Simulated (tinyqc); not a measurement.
Inside a calculation. Method: Born-Oppenheimer dynamics on the RHF/sto-3g surface (energies and gradients from PySCF), for H4, spin multiplicity 1. Computed by tinyqc, a small Python program that keeps every step (integrals from PySCF). Settings: charge = 0, multiplicity = 1, basis = sto-3g, time step (fs) = 0.2, steps = 24. Command: `OMP_NUM_THREADS=1 python tinyqc.py 21266 21267 out.jsonl` (the two numbers bound the seeds that draw the settings). One thread of a shared host (Intel(R) Xeon(R) Processor @ 2.60GHz), about 1 s of CPU time with the checks.

## Velocity Verlet step 1

positions (bohr):
```
          x        y        z
1H  -0.0113   0.0283  -0.0472
2H  -0.0321  -0.0699   1.5571
3H  -0.0038   2.2979  -0.0548
4H   0.1020   2.3735   1.6327
```

velocities (bohr per atomic time unit):
```
             x           y           z
1H  -0.0001357   0.0002120  -0.0001872
2H  -0.0002378  -0.0003150   0.0000058
3H  -0.0000938  -0.0001470  -0.0002223
4H   0.0004673   0.0002500   0.0004037
```

gradient (hartree/bohr):
```
            x          y          z
1H   0.004782   0.142848  -0.129689
2H   0.003107   0.124223   0.133300
3H  -0.012268  -0.141601  -0.147555
4H   0.004379  -0.125470   0.143943
```

masses (electron masses): 1H 1837.1526, 2H 1837.1526, 3H 1837.1526, 4H 1837.1526

gradient after step 1 (hartree/bohr):
```
            x          y          z
1H   0.004949   0.141931  -0.128745
2H   0.003196   0.122638   0.132463
3H  -0.012742  -0.140673  -0.147390
4H   0.004596  -0.123896   0.143672
```

dt = 0.2 fs = 8.2683 atomic units; x' = x + v dt - g dt^2 / (2m); after the new gradient g', v' = v - (g + g') dt / (2m).

positions after step 1 (bohr):
```
          x        y        z
1H  -0.0125   0.0274  -0.0464
2H  -0.0341  -0.0748   1.5547
3H  -0.0043   2.2993  -0.0539
4H   0.1058   2.3779   1.6334
```

velocities after step 1 (bohr per atomic time unit):
```
             x           y           z
1H  -0.0001576  -0.0004288   0.0003943
2H  -0.0002519  -0.0008705  -0.0005923
3H  -0.0000375   0.0004882   0.0004415
4H   0.0004471   0.0008111  -0.0002435
```

## Velocity Verlet step 2

gradient after step 2 (hartree/bohr):
```
            x          y          z
1H   0.005044   0.138633  -0.125151
2H   0.003206   0.118999   0.128897
3H  -0.013035  -0.137447  -0.145040
4H   0.004785  -0.120186   0.141294
```

As before.

positions after step 2 (bohr):
```
          x        y        z
1H  -0.0139   0.0213  -0.0407
2H  -0.0363  -0.0843   1.5473
3H  -0.0044   2.3060  -0.0475
4H   0.1094   2.3869   1.6287
```

velocities after step 2 (bohr per atomic time unit):
```
             x           y           z
1H  -0.0001801  -0.0010602   0.0009656
2H  -0.0002663  -0.0014143  -0.0011804
3H   0.0000205   0.0011141   0.0010995
4H   0.0004259   0.0013604  -0.0008847
```

## Energy conservation

The total energy should stay constant up to terms of order dt^2; the step counts as short enough if it moves by less than 2 % of the largest kinetic energy.

Trajectory:
```
time (fs)  1H-2H (angstrom)  potential (hartree)  kinetic (hartree)  total (hartree)
0.0000               0.8507            -2.025863           0.000715        -2.025149
0.2000               0.8491            -2.027810           0.002653        -2.025157
0.4000               0.8423            -2.035127           0.009938        -2.025189
0.6000               0.8305            -2.047307           0.022065        -2.025242
0.8000               0.8140            -2.063499           0.038182        -2.025317
1.0000               0.7931            -2.082523           0.057113        -2.025411
1.2000               0.7684            -2.102900           0.077376        -2.025524
1.4000               0.7406            -2.122879           0.097226        -2.025653
1.6000               0.7107            -2.140512           0.114723        -2.025789
1.8000               0.6798            -2.153822           0.127911        -2.025911
2.0000               0.6496            -2.161145           0.135161        -2.025984
2.2000               0.6218            -2.161708           0.135752        -2.025955
2.4000               0.5984            -2.156365           0.130579        -2.025785
2.6000               0.5812            -2.148115           0.122626        -2.025490
2.8000               0.5720            -2.141728           0.116548        -2.025180
3.0000               0.5716            -2.141984           0.116957        -2.025027
3.2000               0.5802            -2.151171           0.126040        -2.025131
3.4000               0.5970            -2.167677           0.142260        -2.025417
3.6000               0.6206            -2.187027           0.161314        -2.025713
3.8000               0.6490            -2.204397           0.178507        -2.025890
4.0000               0.6805            -2.216594           0.190670        -2.025924
4.2000               0.7133            -2.222551           0.196692        -2.025859
4.4000               0.7458            -2.222798           0.197048        -2.025750
4.6000               0.7768            -2.218671           0.193036        -2.025635
4.8000               0.8054            -2.211715           0.186181        -2.025534
```

The total energy moves within 9.6e-04 hartree, under 2 % of the largest kinetic energy.
